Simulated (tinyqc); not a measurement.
Strained alloy layer of GaSb and GaAs on (001) InP, model-solid band line-up: gaps, strain and offsets against composition.

The layer is x parts of the first compound and 1 - x of the second, grown coherently on the third as substrate and barrier. Rows of the table: lattice constant a, average valence level Ea on an absolute scale, spin-orbit splitting so, gaps at Gamma, X and L, hydrostatic deformation potentials av and ac (Gamma), shear potential b, elastic constants, electron and heavy-hole (along z) masses. All are interpolated linearly in x; gaps get -C x (1 - x), taken wholly in the conduction band; real line-ups can differ from this model by 0.1 eV or more.

In-plane strain e = (a_substrate - a)/a, e_z = -2 (c12/c11) e, volume change 2 e + e_z. With v = 2 e + e_z and d = 2 b (e_z - e): Eav = Ea + av v; E_hh = Eav + so/3 - d/2; E_lh = Eav - so/6 + d/4 + sqrt(so^2 + so d + 9 d^2/4)/2; E_c = Ea + so/3 + EG + ac v (Gamma). Substrate: E_v = Ea + so/3, E_c = E_v + EG. Well depths: dEc = E_c(substrate) - E_c, dEhh = E_hh - E_v(substrate), dElh likewise; strained Gamma gap E_c - max(E_hh, E_lh); positive values confine carriers in the layer. Matthews-Blakeslee for 60-degree dislocations in a single layer: hc = k (ln(hc/bv) + 1), k = bv (1 - nu/4)/(4 pi |e| (1 + nu)), nu = c12/(c11 + c12), bv = a/sqrt(2); the larger root. The valence offset is the larger of dEhh and dElh; a dash marks |e| under 0.02 % or no root.

Values chosen for this exercise: bowing of the Gamma gap CG = 1.43 eV; bowing of the X gap CX = 1.2 eV; bowing of the L gap CL = 1.2 eV.

Binary compounds, values chosen for the exercise:
```
              close to GaSb  close to GaAs  close to InP
a (angstrom)          6.096          5.653         5.869
Ea (eV)               -6.25          -6.92         -7.04
so (eV)               0.769          0.339         0.109
EG (eV)               0.736           1.43          1.32
EX (eV)                1.03           1.93          2.19
EL (eV)                0.82           1.71          1.92
av (eV)               0.791           1.15          1.27
ac (eV)               -6.92          -7.16         -5.03
b (eV)                -1.98          -1.69          -1.7
c11 (GPa)              89.3            117           102
c12 (GPa)              40.2           53.9          55.5
me (m0)              0.0392         0.0674        0.0808
mh (m0)               0.247          0.352         0.528
```

Results:
columns A: x; B: e (%); C: relaxed Gamma gap (eV); D: lower of X and L gaps (eV); E: strained Gamma gap (eV); F: E_hh - E_lh (meV); G: dEc (eV); H: valence offset (eV); I: hc (nm)
```
A            B       C       D       E       F         G       H     I
0.25     1.826  0.9884   1.262  0.7507  -138.0   0.07202  0.4972  4.13
0.38    0.8187  0.8294   1.089  0.7263  -59.42   0.04771  0.5459  12.4
0.44    0.3605  0.7723   1.023  0.7277  -25.65   0.02081  0.5715  34.8
0.5   -0.09362  0.7255  0.9650  0.7304   6.531  -0.01600  0.6056   174
0.56   -0.5436  0.6890  0.9159  0.7170   37.17  -0.06273  0.6658  21.1
0.62   -0.9896  0.6628  0.8755  0.7131   66.33   -0.1194  0.7263  9.84
0.69    -1.505  0.6453  0.8392  0.7207   98.59   -0.1981  0.7973  5.62
0.75    -1.942  0.6414  0.8175  0.7377   124.8   -0.2763  0.8586  3.94
```

Estimate the missing row, x = 0.31.

Computed row:
columns A: x; B: e (%); C: relaxed Gamma gap (eV); D: lower of X and L gaps (eV); E: strained Gamma gap (eV); F: E_hh - E_lh (meV); G: dEc (eV); H: valence offset (eV); I: hc (nm)
```
A         B       C      D       E       F        G       H     I
0.31  1.359  0.9090  1.177  0.7348  -100.8  0.06657  0.5186  6.27
```

With this row back in the table: The relaxed Gamma gap falls from 0.988 to 0.641 eV and the strained one moves up and down between 0.713 and 0.751 eV. The lattice matches the substrate at x = 0.488; the heavy hole is on top where the layer is compressed (e < 0) and the light hole where it is stretched. dEc falls from 0.0720 to -0.276 eV and the valence offset rises from 0.497 to 0.859 eV. At the largest strain listed, -1.94 %, strain changes the gap by 96.3 meV.

tinyqc, about 0.01 s, one thread, Intel Xeon 2.30GHz (shared host): `OMP_NUM_THREADS=1 python tinyqc.py 2690070 2690071 out.jsonl`
